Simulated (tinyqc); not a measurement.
Worked calculation: coupled-perturbed Hartree-Fock on RHF in the sto-3g basis, for BeH2, spin multiplicity 1. Computed by tinyqc, a small Python program that keeps every step (integrals from PySCF). Settings: charge = 0, multiplicity = 1, basis = sto-3g, method = RHF, energy threshold = 1e-10, iteration cap = 71, orthogonalisation = canonical, start = core, DIIS depth = 6. Command: `OMP_NUM_THREADS=1 python tinyqc.py 28313 28314 out.jsonl` (the two numbers bound the seeds that draw the settings). One thread of a shared host (Intel(R) Xeon(R) Processor @ 2.60GHz), about 0.1 s of CPU time with the checks. The early iterations of the SCF are left out here.

## One-electron integrals

Geometry (angstrom):

| atom | x | y | z |
|---|---|---|---|
| Be | 0.0000 | 0.0000 | 0.0000 |
| H | 0.0000 | 1.6170 | 0.0900 |
| H | 0.0000 | -1.6170 | 0.0900 |

Basis sto-3g: exponents (1/bohr^2) and contraction coefficients of normalised primitives:

| element | l (shell) | exponent | coefficient |
|---|---|---|---|
| Be | s (1) | 30.1679 | 0.1543 |
| Be | s (1) | 5.4951 | 0.5353 |
| Be | s (1) | 1.4872 | 0.4446 |
| Be | s (2) | 1.3148 | -0.1000 |
| Be | s (2) | 0.3055 | 0.3995 |
| Be | s (2) | 0.0994 | 0.7001 |
| Be | p (3) | 1.3148 | 0.1559 |
| Be | p (3) | 0.3055 | 0.6077 |
| Be | p (3) | 0.0994 | 0.3920 |
| H | s (1) | 3.4253 | 0.1543 |
| H | s (1) | 0.6239 | 0.5353 |
| H | s (1) | 0.1689 | 0.4446 |

Overlap, kinetic and nuclear-attraction integrals over the contracted functions; the nuclear repulsion is the sum of Za Zb / Rab.

nuclear repulsion = 2.777653 hartree

overlap S:
```
         1Be 1s  1Be 2s  1Be 2px  1Be 2py  1Be 2pz   2H 1s    3H 1s
1Be 1s   1.0000  0.2595   0.0000   0.0000   0.0000  0.0376   0.0376
1Be 2s   0.2595  1.0000   0.0000   0.0000   0.0000  0.3527   0.3527
1Be 2px  0.0000  0.0000   1.0000   0.0000   0.0000  0.0000   0.0000
1Be 2py  0.0000  0.0000   0.0000   1.0000   0.0000  0.4367  -0.4367
1Be 2pz  0.0000  0.0000   0.0000   0.0000   1.0000  0.0243   0.0243
2H 1s    0.0376  0.3527   0.0000   0.4367   0.0243  1.0000   0.0110
3H 1s    0.0376  0.3527   0.0000  -0.4367   0.0243  0.0110   1.0000
```

kinetic energy T (hartree):
```
          1Be 1s   1Be 2s  1Be 2px  1Be 2py  1Be 2pz    2H 1s    3H 1s
1Be 1s    6.6940  -0.0330   0.0000   0.0000   0.0000  -0.0106  -0.0106
1Be 2s   -0.0330   0.2111   0.0000   0.0000   0.0000   0.0332   0.0332
1Be 2px   0.0000   0.0000   0.6606   0.0000   0.0000   0.0000   0.0000
1Be 2py   0.0000   0.0000   0.0000   0.6606   0.0000   0.1117  -0.1117
1Be 2pz   0.0000   0.0000   0.0000   0.0000   0.6606   0.0062   0.0062
2H 1s    -0.0106   0.0332   0.0000   0.1117   0.0062   0.7600  -0.0048
3H 1s    -0.0106   0.0332   0.0000  -0.1117   0.0062  -0.0048   0.7600
```

nuclear attraction V (hartree):
```
           1Be 1s   1Be 2s  1Be 2px  1Be 2py  1Be 2pz    2H 1s    3H 1s
1Be 1s   -15.2146  -2.0688   0.0000   0.0000  -0.0014  -0.2984  -0.2984
1Be 2s    -2.0688  -2.9478   0.0000   0.0000  -0.0130  -0.9416  -0.9416
1Be 2px    0.0000   0.0000  -2.8717   0.0000   0.0000   0.0000   0.0000
1Be 2py    0.0000   0.0000   0.0000  -3.0435   0.0000  -1.1345   1.1345
1Be 2pz   -0.0014  -0.0130   0.0000   0.0000  -2.8723  -0.0641  -0.0641
2H 1s     -0.2984  -0.9416   0.0000  -1.1345  -0.0641  -2.6941  -0.0355
3H 1s     -0.2984  -0.9416   0.0000   1.1345  -0.0641  -0.0355  -2.6941
```

core Hamiltonian H = T + V (hartree):
```
          1Be 1s   1Be 2s  1Be 2px  1Be 2py  1Be 2pz    2H 1s    3H 1s
1Be 1s   -8.5206  -2.1019   0.0000   0.0000  -0.0014  -0.3090  -0.3090
1Be 2s   -2.1019  -2.7367   0.0000   0.0000  -0.0130  -0.9084  -0.9084
1Be 2px   0.0000   0.0000  -2.2112   0.0000   0.0000   0.0000   0.0000
1Be 2py   0.0000   0.0000   0.0000  -2.3829   0.0000  -1.0228   1.0228
1Be 2pz  -0.0014  -0.0130   0.0000   0.0000  -2.2117  -0.0579  -0.0579
2H 1s    -0.3090  -0.9084   0.0000  -1.0228  -0.0579  -1.9341  -0.0403
3H 1s    -0.3090  -0.9084   0.0000   1.0228  -0.0579  -0.0403  -1.9341
```

## Two-electron integrals

Functions are numbered as in S; the eight-fold symmetry (ij|kl) = (ji|kl) = (kl|ij) leaves the list below.

Two-electron integrals (ij|kl) in chemists' order, unique and non-zero (hartree):
```
(11|11) 2.2988      (21|11) 0.3920      (21|21) 0.0795      (22|11) 0.5710
(22|21) 0.1430      (22|22) 0.4177      (31|31) 0.0146      (32|31) 0.0219
(32|32) 0.0923      (33|11) 0.5696      (33|21) 0.1431      (33|22) 0.4176
(33|33) 0.4499      (41|41) 0.0146      (42|41) 0.0219      (42|42) 0.0923
(43|43) 0.0242      (44|11) 0.5696      (44|21) 0.1431      (44|22) 0.4176
(44|33) 0.4014      (44|44) 0.4499      (51|51) 0.0146      (52|51) 0.0219
(52|52) 0.0923      (53|53) 0.0242      (54|54) 0.0242      (55|11) 0.5696
(55|21) 0.1431      (55|22) 0.4176      (55|33) 0.4014      (55|44) 0.4014
(55|55) 0.4499      (61|11) 0.0561      (61|21) 0.0114      (61|22) 0.0206
(61|33) 0.0205      (61|41) 0.0010      (61|42) 0.0019      (61|44) 0.0209
(61|51) 5.56e-05    (61|52) 1.05e-04    (61|54) 2.36e-05    (61|55) 0.0205
(61|61) 0.0017      (62|11) 0.1555      (62|21) 0.0396      (62|22) 0.1287
(62|33) 0.1236      (62|41) 0.0051      (62|42) 0.0333      (62|44) 0.1388
(62|51) 2.86e-04    (62|52) 0.0019      (62|54) 0.0008      (62|55) 0.1237
(62|61) 0.0063      (62|62) 0.0627      (63|31) 0.0034      (63|32) 0.0164
(63|43) 0.0056      (63|53) 3.09e-04    (63|63) 0.0052      (64|11) 0.1742
(64|21) 0.0449      (64|22) 0.1526      (64|33) 0.1436      (64|41) 0.0082
(64|42) 0.0514      (64|44) 0.1703      (64|51) 2.70e-04    (64|52) 0.0019
(64|54) 0.0012      (64|55) 0.1437      (64|61) 0.0074      (64|62) 0.0840
(64|64) 0.1152      (65|11) 0.0097      (65|21) 0.0025      (65|22) 0.0085
(65|33) 0.0080      (65|41) 2.70e-04    (65|42) 0.0019      (65|44) 0.0089
(65|51) 0.0034      (65|52) 0.0165      (65|54) 0.0056      (65|55) 0.0086
(65|61) 4.10e-04    (65|62) 0.0047      (65|64) 0.0061      (65|65) 0.0056
(66|11) 0.3258      (66|21) 0.0844      (66|22) 0.3085      (66|33) 0.2867
(66|41) 0.0119      (66|42) 0.1026      (66|44) 0.3515      (66|51) 0.0007
(66|52) 0.0057      (66|54) 0.0036      (66|55) 0.2869      (66|61) 0.0136
(66|62) 0.1968      (66|64) 0.2778      (66|65) 0.0155      (66|66) 0.7746
(71|11) 0.0561      (71|21) 0.0114      (71|22) 0.0206      (71|33) 0.0205
(71|41) -0.0010     (71|42) -0.0019     (71|44) 0.0209      (71|51) 5.56e-05
(71|52) 1.05e-04    (71|54) -2.36e-05   (71|55) 0.0205      (71|61) 0.0016
(71|62) 0.0053      (71|64) 0.0058      (71|65) 3.51e-04    (71|66) 0.0112
(71|71) 0.0017      (72|11) 0.1555      (72|21) 0.0396      (72|22) 0.1287
(72|33) 0.1236      (72|41) -0.0051     (72|42) -0.0333     (72|44) 0.1388
(72|51) 2.86e-04    (72|52) 0.0019      (72|54) -0.0008     (72|55) 0.1237
(72|61) 0.0053      (72|62) 0.0304      (72|64) 0.0335      (72|65) 0.0022
(72|66) 0.0697      (72|71) 0.0063      (72|72) 0.0627      (73|31) 0.0034
(73|32) 0.0164      (73|43) -0.0056     (73|53) 3.09e-04    (73|63) 0.0019
(73|73) 0.0052      (74|11) -0.1742     (74|21) -0.0449     (74|22) -0.1526
(74|33) -0.1436     (74|41) 0.0082      (74|42) 0.0514      (74|44) -0.1703
(74|51) -2.70e-04   (74|52) -0.0019     (74|54) 0.0012      (74|55) -0.1437
(74|61) -0.0058     (74|62) -0.0335     (74|64) -0.0361     (74|65) -0.0024
(74|66) -0.0768     (74|71) -0.0074     (74|72) -0.0840     (74|74) 0.1152
(75|11) 0.0097      (75|21) 0.0025      (75|22) 0.0085      (75|33) 0.0080
(75|41) -2.70e-04   (75|42) -0.0019     (75|44) 0.0089      (75|51) 0.0034
(75|52) 0.0165      (75|54) -0.0056     (75|55) 0.0086      (75|61) 3.51e-04
(75|62) 0.0022      (75|64) 0.0024      (75|65) 0.0021      (75|66) 0.0052
(75|71) 4.10e-04    (75|72) 0.0047      (75|74) -0.0061     (75|75) 0.0056
(76|11) 0.0068      (76|21) 0.0017      (76|22) 0.0048      (76|33) 0.0047
(76|44) 0.0049      (76|51) 2.61e-05    (76|52) 1.30e-04    (76|55) 0.0047
(76|61) 2.43e-04    (76|62) 0.0015      (76|64) 0.0018      (76|65) 1.24e-04
(76|66) 0.0037      (76|71) 2.43e-04    (76|72) 0.0015      (76|74) -0.0018
(76|75) 1.24e-04    (76|76) 5.52e-05    (77|11) 0.3258      (77|21) 0.0844
(77|22) 0.3085      (77|33) 0.2867      (77|41) -0.0119     (77|42) -0.1026
(77|44) 0.3515      (77|51) 0.0007      (77|52) 0.0057      (77|54) -0.0036
(77|55) 0.2869      (77|61) 0.0112      (77|62) 0.0697      (77|64) 0.0768
(77|65) 0.0052      (77|66) 0.1636      (77|71) 0.0136      (77|72) 0.1968
(77|74) -0.2778     (77|75) 0.0155      (77|76) 0.0037      (77|77) 0.7746
```

## Orthogonalisation

S = U s U^T; canonical form X = U s^(-1/2), so that X^T S X = 1. Each column of U has its largest component positive (the first on a tie).

eigenvalues of S: 0.3770  0.4617  0.9536  1.0000  1.0054  1.5904  1.6120

X:
```
               1        2        3       4        5       6        7
1Be 1s    0.0000  -0.4201   0.8614  0.0000  -0.2851  0.2851   0.0000
1Be 2s    0.0000   1.0615  -0.0635  0.0000  -0.0363  0.5463   0.0000
1Be 2px   0.0000   0.0000   0.0000  1.0000   0.0000  0.0000   0.0000
1Be 2py   1.1466   0.0000   0.0000  0.0000   0.0000  0.0000   0.5594
1Be 2pz   0.0000   0.0592   0.3272  0.0000   0.9435  0.0290   0.0000
2H 1s    -0.8180  -0.6554  -0.3127  0.0000   0.1046  0.3523   0.3920
3H 1s     0.8180  -0.6554  -0.3127  0.0000   0.1046  0.3523  -0.3920
```

## Iteration 7 (converged): orbitals

converged F (hartree):
```
          1Be 1s   1Be 2s  1Be 2px  1Be 2py  1Be 2pz    2H 1s    3H 1s
1Be 1s   -4.5335  -1.2903   0.0000   0.0000   0.0013  -0.1936  -0.1936
1Be 2s   -1.2903  -0.5873   0.0000   0.0000  -0.0086  -0.3227  -0.3227
1Be 2px   0.0000   0.0000   0.2135   0.0000   0.0000   0.0000   0.0000
1Be 2py   0.0000   0.0000   0.0000  -0.1275   0.0000  -0.2938   0.2938
1Be 2pz   0.0013  -0.0086   0.0000   0.0000   0.2129  -0.0126  -0.0126
2H 1s    -0.1936  -0.3227   0.0000  -0.2938  -0.0126  -0.2187  -0.0100
3H 1s    -0.1936  -0.3227   0.0000   0.2938  -0.0126  -0.0100  -0.2187
```

Diagonalise F' = X^T F X, C = X C', fill 3 alpha and 3 beta electrons from the bottom; D = 2 C_occ C_occ^T. Each column has its largest component positive (the first on a tie).

F' = X^T F X (hartree):
```
        1        2        3       4        5        6        7
1  0.6555   0.0000   0.0000  0.0000   0.0000   0.0000   0.0568
2  0.0000   0.1787   0.7342  0.0000  -0.2424   0.3328   0.0000
3  0.0000   0.7342  -3.0579  0.0000   1.1454  -1.5866   0.0000
4  0.0000   0.0000   0.0000  0.2135   0.0000   0.0000   0.0000
5  0.0000  -0.2424   1.1454  0.0000  -0.1886   0.5696   0.0000
6  0.0000   0.3328  -1.5866  0.0000   0.5696  -1.3291   0.0000
7  0.0568   0.0000   0.0000  0.0000   0.0000   0.0000  -0.3618
```

orbital energies (hartree): MO1 -4.5369, MO2 -0.4092, MO3 -0.3650, MO4 0.2114, MO5 0.2135, MO6 0.3378, MO7 0.6586

coefficients C:
```
             MO1      MO2      MO3      MO4     MO5      MO6      MO7
1Be 1s    0.9919  -0.2112   0.0000   0.0365  0.0000  -0.2264   0.0000
1Be 2s    0.0309   0.6177   0.0000  -0.1518  0.0000   1.0124   0.0000
1Be 2px   0.0000   0.0000   0.0000   0.0000  1.0000   0.0000   0.0000
1Be 2py   0.0000   0.0000   0.4948   0.0000  0.0000   0.0000   1.1759
1Be 2pz  -0.0001   0.0123   0.0000   0.9872  0.0000   0.1639   0.0000
2H 1s    -0.0038   0.3925   0.4369   0.0801  0.0000  -0.7085  -0.7949
3H 1s    -0.0038   0.3925  -0.4369   0.0801  0.0000  -0.7085   0.7949
```

D after iteration 7:
```
          1Be 1s   1Be 2s  1Be 2px  1Be 2py  1Be 2pz    2H 1s    3H 1s
1Be 1s    2.0570  -0.1998   0.0000   0.0000  -0.0053  -0.1734  -0.1734
1Be 2s   -0.1998   0.7649   0.0000   0.0000   0.0152   0.4846   0.4846
1Be 2px   0.0000   0.0000   0.0000   0.0000   0.0000   0.0000   0.0000
1Be 2py   0.0000   0.0000   0.0000   0.4896   0.0000   0.4324  -0.4324
1Be 2pz  -0.0053   0.0152   0.0000   0.0000   0.0003   0.0097   0.0097
2H 1s    -0.1734   0.4846   0.0000   0.4324   0.0097   0.6899  -0.0737
3H 1s    -0.1734   0.4846   0.0000  -0.4324   0.0097  -0.0737   0.6899
```

## Convergence

Stop when the energy changes by less than 1e-10 hartree and every element of the error matrix X^T (F D S - S D F) X is below 3e-06.

Course of the cycle:

| iteration | E (hartree) | change | largest element of the error matrix |
|---|---|---|---|
| 1 | -14.725253 | - | 7.52e-01 |
| 2 | -15.496995 | -7.72e-01 | 3.18e-02 |
| 3 | -15.497518 | -5.24e-04 | 3.60e-03 |
| 4 | -15.497558 | -3.94e-05 | 8.37e-04 |
| 5 | -15.497560 | -2.13e-06 | 3.67e-05 |
| 6 | -15.497560 | -3.56e-09 | 1.43e-06 |
| 7 | -15.497560 | -3.03e-12 | 1.26e-07 |

PySCF RHF in the same basis = -15.497560 hartree

Converged in 7 iterations.

## Integrals over molecular orbitals

(pq|rs) = sum C_ip C_jq C_kr C_ls (ij|kl), one index at a time.

one-electron integrals over orbitals h = C^T H C (hartree):
```
         1        2        3        4        5        6        7
1  -8.5094   0.2063   0.0000  -0.0361   0.0000   0.2012   0.0000
2   0.2063  -2.2640   0.0000   0.0238   0.0000  -0.2541   0.0000
3   0.0000   0.0000  -2.1909   0.0000   0.0000   0.0000  -0.3173
4  -0.0361   0.0238   0.0000  -2.2058   0.0000  -0.0410   0.0000
5   0.0000   0.0000   0.0000   0.0000  -2.2112   0.0000   0.0000
6   0.2012  -0.2541   0.0000  -0.0410   0.0000  -1.8893   0.0000
7   0.0000   0.0000  -0.3173   0.0000   0.0000   0.0000  -1.8640
```

Two-electron integrals over orbitals (pq|rs), unique and non-zero (hartree):
```
(11|11) 2.2721      (21|11) -0.1857     (21|21) 0.0234      (22|11) 0.4527
(22|21) -0.0056     (22|22) 0.3693      (31|31) 0.0049      (32|31) 0.0105
(32|32) 0.1570      (33|11) 0.4117      (33|21) -0.0023     (33|22) 0.3803
(33|33) 0.4037      (41|11) 0.0312      (41|21) -0.0037     (41|22) 0.0019
(41|33) 0.0010      (41|41) 0.0160      (42|11) -0.0179     (42|21) 0.0011
(42|22) 0.0051      (42|33) 0.0073      (42|41) 0.0144      (42|42) 0.0476
(43|31) -1.22e-04   (43|32) 0.0114      (43|43) 0.0133      (44|11) 0.5670
(44|21) -0.0072     (44|22) 0.3498      (44|33) 0.3303      (44|41) -0.0039
(44|42) -0.0222     (44|44) 0.4508      (51|51) 0.0157      (52|51) 0.0149
(52|52) 0.0471      (53|53) 0.0120      (54|51) -0.0025     (54|52) -0.0069
(54|54) 0.0250      (55|11) 0.5692      (55|21) -0.0071     (55|22) 0.3505
(55|33) 0.3301      (55|41) 0.0010      (55|42) -0.0089     (55|44) 0.4004
(55|55) 0.4499      (61|11) -0.1905     (61|21) 0.0246      (61|22) -0.0056
(61|33) -0.0027     (61|41) -0.0017     (61|42) 0.0030      (61|44) -0.0065
(61|55) -0.0057     (61|61) 0.0261      (62|11) 0.1395      (62|21) -0.0058
(62|22) -0.0122     (62|33) -0.0397     (62|41) 0.0030      (62|42) -0.0043
(62|44) 0.0664      (62|55) 0.0699      (62|61) -0.0048     (62|62) 0.0841
(63|31) -1.74e-04   (63|32) -0.0913     (63|43) -0.0098     (63|63) 0.0874
(64|11) 0.0161      (64|21) 1.82e-04    (64|22) 0.0008      (64|33) -0.0043
(64|41) 0.0151      (64|42) 0.0421      (64|44) -0.0008     (64|55) 0.0070
(64|61) 0.0025      (64|62) 0.0183      (64|64) 0.0463      (65|51) 0.0159
(65|52) 0.0458      (65|54) -0.0042     (65|65) 0.0481      (66|11) 0.4574
(66|21) -0.0065     (66|22) 0.3723      (66|33) 0.3826      (66|41) 0.0061
(66|42) 0.0182      (66|44) 0.3463      (66|55) 0.3497      (66|61) -0.0056
(66|62) -0.0229     (66|64) 0.0108      (66|66) 0.3928      (71|31) 0.0093
(71|32) 0.0170      (71|43) -3.74e-04   (71|63) 4.87e-04    (71|71) 0.0175
(72|31) 0.0047      (72|32) -0.0382     (72|43) -0.0090     (72|63) 0.0626
(72|71) 0.0085      (72|72) 0.0575      (73|11) 0.1515      (73|21) -0.0039
(73|22) 0.0017      (73|33) -0.0181     (73|41) 1.44e-04    (73|42) -0.0123
(73|44) 0.0713      (73|55) 0.0722      (73|61) -0.0036     (73|62) 0.0792
(73|64) 0.0098      (73|66) -0.0193     (73|73) 0.0883      (74|31) -0.0017
(74|32) -0.0199     (74|43) 0.0116      (74|63) 0.0130      (74|71) -0.0029
(74|72) 0.0041      (74|74) 0.0196      (75|53) 0.0131      (75|75) 0.0170
(76|31) 0.0094      (76|32) 0.1373      (76|43) 0.0125      (76|63) -0.0894
(76|71) 0.0157      (76|72) -0.0455     (76|74) -0.0170     (76|76) 0.1330
(77|11) 0.5390      (77|21) -0.0072     (77|22) 0.3944      (77|33) 0.4097
(77|41) 0.0010      (77|42) 0.0014      (77|44) 0.3750      (77|55) 0.3745
(77|61) -0.0072     (77|62) -0.0157     (77|64) -0.0036     (77|66) 0.4039
(77|73) 0.0058      (77|77) 0.4467
```

## Response to a field: uncoupled start

dipole integrals <a|z|i> (bohr):
```
        i1      i2       i3
a4  0.1494  0.9621   0.0000
a5  0.0000  0.0000   0.0000
a6  0.0227  0.0701   0.0000
a7  0.0000  0.0000  -0.1058
```

Field along z; U_ai = -mu_ai / (e_a - e_i), alpha = -4 sum U_ai mu_ai.

uncoupled U:
```
         i1       i2      i3
a4  -0.0315  -1.5504  0.0000
a5   0.0000   0.0000  0.0000
a6  -0.0047  -0.0938  0.0000
a7   0.0000   0.0000  0.1033
```

uncoupled polarisability = 6.0559 bohr^3

## Coupled step 1

U_ai = -(mu_ai + sum_bj [4 (ai|bj) - (ab|ij) - (aj|bi)] U_bj) / (e_a - e_i); alpha = -4 sum U_ai mu_ai.

U after step 1:
```
         i1       i2      i3
a4  -0.0183  -2.0638  0.0000
a5   0.0000   0.0000  0.0000
a6  -0.0020  -0.1531  0.0000
a7   0.0000   0.0000  0.0980
```

polarisability = 8.0379 bohr^3

## Coupled step 2

As before.

U after step 2:
```
         i1       i2      i3
a4  -0.0113  -2.2377  0.0000
a5   0.0000   0.0000  0.0000
a6  -0.0009  -0.1712  0.0000
a7   0.0000   0.0000  0.0939
```

polarisability = 8.7062 bohr^3

## Coupled polarisability

Repeat until U stops changing; compare with -d2E/dF2.

Course of the coupled iterations:

| step | alpha (bohr^3) |
|---|---|
| 0 | 6.0559 |
| 1 | 8.0379 |
| 2 | 8.7062 |
| 3 | 8.9329 |
| 4 | 9.0100 |
| 5 | 9.0362 |
| 6 | 9.0451 |
| 7 | 9.0482 |
| 8 | 9.0492 |
| 9 | 9.0496 |
| 10 | 9.0497 |
| 11 | 9.0497 |
| 12 | 9.0497 |
| 13 | 9.0497 |
| 14 | 9.0497 |
| 15 | 9.0497 |
| 16 | 9.0497 |
| 17 | 9.0497 |
| 18 | 9.0497 |

coupled polarisability = 9.0497 bohr^3

finite-field check, fields of +/-0.001 au = 9.0497 bohr^3
